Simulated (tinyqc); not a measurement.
Worked calculation: two-band model of a narrow-gap semiconductor with electrons and holes. Computed by tinyqc, a small Python program that keeps every step. Command: `OMP_NUM_THREADS=1 python tinyqc.py 3006216 3006217 out.jsonl bipolar walk`. One thread of a shared host (Intel(R) Xeon(R) Processor @ 2.30GHz), about 0.06 s of CPU time with the checks. Intermediate numbers are printed to about 6 digits and carried at full precision; extremes and crossings named in words are read from the listed rows.

Two parabolic bands with acoustic scattering (r = -1/2, a = 0), a gap that does not change with T, and fully ionised dopants. Melting is ignored, so values above the melting point are formal, and kappa_L does not change with T. eta_n = (E_F - E_c)/(k_B T), eta_p = -eta_n - E_g/(k_B T).

Inputs (values chosen for the exercise, modelled on InAs):

| quantity | value | unit |
|---|---|---|
| electron mass m_n | 0.024 | m_0 |
| hole mass m_p | 0.39 | m_0 |
| electron mobility parameter mu_300,n | 27000 | cm^2/(V s) |
| hole mobility parameter mu_300,p | 440 | cm^2/(V s) |
| temperature exponent p | 1.5 | - |
| band gap E_g | 0.34 | eV |
| net doping N | 6.7e+18 | 1/cm^3 |
| lattice thermal conductivity kappa_L | 22 | W/(m K) |
| temperature T | 290 | K |

Doping: p-type.

Constants: k_B = 8.617333262e-05 eV/K; m_0 = 9.1093837015e-31 kg; k_B = 1.380649e-23 J/K; hbar = 1.054571817e-34 J s; e = 1.602176634e-19 C.

## Fermi level

With x = E/(k_B T), a = alpha k_B T (0 for a parabolic band), G = x (1 + a x), D = 1 + 2 a x and <y> = int y f (1 - f) dx, f = 1/(1 + exp(x - eta)): tau = tau_0 G^r/D; transport function s = G^(3/2 + r)/D^2; n = N_0 <G^(3/2)> with N_0 = (2 m k_B T)^(3/2)/(3 pi^2 hbar^3). Integrals over x = E/(k_B T) use 160 Gauss-Legendre points in u = sqrt(x) from 0 to sqrt(max(eta, 0) + 32). Neutrality: p - n = N, with n = N_0(m_n) <x^(3/2)> at eta_n and p = N_0(m_p) <x^(3/2)> at eta_p.

eta_n = -14.1495

eta_p = 0.544172

## Each band alone

sigma = e mu_0 N_0 <s> with mu_0 = e tau_0/m = mu_300 (T/300 K)^(-p); |S| = (k_B/e)(<x s>/<s> - eta); Lorenz number L = (k_B/e)^2 (<x^2 s>/<s> - (<x s>/<s>)^2); kappa_e = L sigma T; zT = S^2 sigma T/(kappa_L + kappa_e). Hall factor r_H = <x^(3/2)> <x^(1/2)>/<s>^2.

Partial coefficients:

| band | sigma (S/cm) | \|S\| (microvolt/K) | L (1e-8 V^2/K^2) | density (1/cm^3) | Hall factor |
|---|---|---|---|---|---|
| electrons | 2.17415e-04 | 1391.65 | 1.48517 | 6.34991e+10 | 1.17810 |
| holes | 324.696 | 173.375 | 1.66855 | 6.70000e+18 | 1.11928 |

The minority carriers have the larger |S|, since the Fermi level lies farther from their band; they carry 6.7e-05 % of the conductivity.

## Both bands together

Both bands together (these totals replace the one-band zT): sigma = sigma_n + sigma_p; S = (sigma_p |S_p| - sigma_n |S_n|)/sigma; kappa_bip = (sigma_n sigma_p/sigma)(|S_n| + |S_p|)^2 T; kappa_e = (L_n sigma_n + L_p sigma_p) T; zT = S^2 sigma T/(kappa_L + kappa_e + kappa_bip); weak-field R_H = (r_p sigma_p^2/p - r_n sigma_n^2/n)/(e sigma^2), where the Hall factors r_n and r_p are <x^(3/2)> <x^(1/2)>/<s>^2.

conductivity sigma = 324.696 S/cm

Seebeck coefficient S = 173.374 microvolt/K

bipolar thermal conductivity = 1.54430e-05 W/(m K)

kappa_e = 0.157113 W/(m K)

zT = 0.0127741

Hall coefficient R_H = 1.04263 cm^3/C

The minority band lowers |S| by less than the digits shown, at 173 microvolt/K, and bipolar flow adds 7e-05 % of the thermal conductivity.

## The maximum of |S| and the Goldsmid-Sharp gap

T_max maximises |S| of the majority sign between 150 and 1200 K; the Goldsmid-Sharp estimate is E_g = 2 e |S_max| T_max.

T_max = 649.576 K

|S_max| = 253.841 microvolt/K

Goldsmid-Sharp gap = 0.329778 eV

estimate over true gap = 0.969935

The estimate is 0.97 times the true gap. The weighted-mobility ratio of majority to minority carriers, mu m^(3/2), is 1.07.

## Against temperature

The formulas are those given above.

The same sample:

| T (K) | n (1/cm^3) | p (1/cm^3) | sigma (S/cm) | S (microvolt/K) | kappa_bip (W/(m K)) | zT | R_H (cm^3/C) |
|---|---|---|---|---|---|---|---|
| 150 | 1.40029e+04 | 6.70000e+18 | 742.529 | 106.743 | 1.44505e-11 | 0.0057140 | 0.9987 |
| 200 | 3.41255e+07 | 6.70000e+18 | 523.425 | 134.049 | 1.84499e-08 | 0.0084788 | 1.0188 |
| 250 | 4.18170e+09 | 6.70000e+18 | 394.250 | 157.198 | 1.39169e-06 | 0.0109870 | 1.0336 |
| 300 | 1.12827e+11 | 6.70000e+18 | 310.433 | 177.144 | 2.55705e-05 | 0.0131910 | 1.0446 |
| 350 | 1.26779e+12 | 6.70000e+18 | 252.428 | 194.590 | 2.09625e-04 | 0.0151074 | 1.0520 |
| 400 | 8.17930e+12 | 6.70001e+18 | 210.364 | 210.003 | 1.03706e-03 | 0.0167641 | 1.0532 |
| 500 | 1.23224e+14 | 6.70012e+18 | 154.396 | 235.361 | 1.01878e-02 | 0.0193225 | 0.9791 |
| 600 | 8.26922e+14 | 6.70083e+18 | 120.088 | 251.403 | 4.87453e-02 | 0.0205500 | 0.5002 |
| 750 | 6.21805e+15 | 6.70622e+18 | 91.658 | 241.051 | 2.37625e-01 | 0.0178777 | -2.7039 |
| 900 | 2.60072e+16 | 6.72601e+18 | 82.784 | 165.468 | 6.30362e-01 | 0.0089693 | -10.0411 |
| 1050 | 7.59241e+16 | 6.77592e+18 | 90.639 | 48.967 | 1.06710e+00 | 0.0009831 | -15.7042 |
| 1200 | 1.73754e+17 | 6.87375e+18 | 113.062 | -46.456 | 1.34470e+00 | 0.0012433 | -15.1219 |

Among the rows where S keeps the majority sign, zT is largest at 600 K and |S| at 600 K. Among these rows sigma is least at 900 K; at higher T thermal pairs outweigh the falling mobility. R_H changes sign between 600 and 750 K. S changes sign between 1050 and 1200 K. kappa_bip reaches 1.34 W/(m K) at the last row, 0.0611 times kappa_L.

Checks made by the program: neutrality (relative difference below 1e-10).
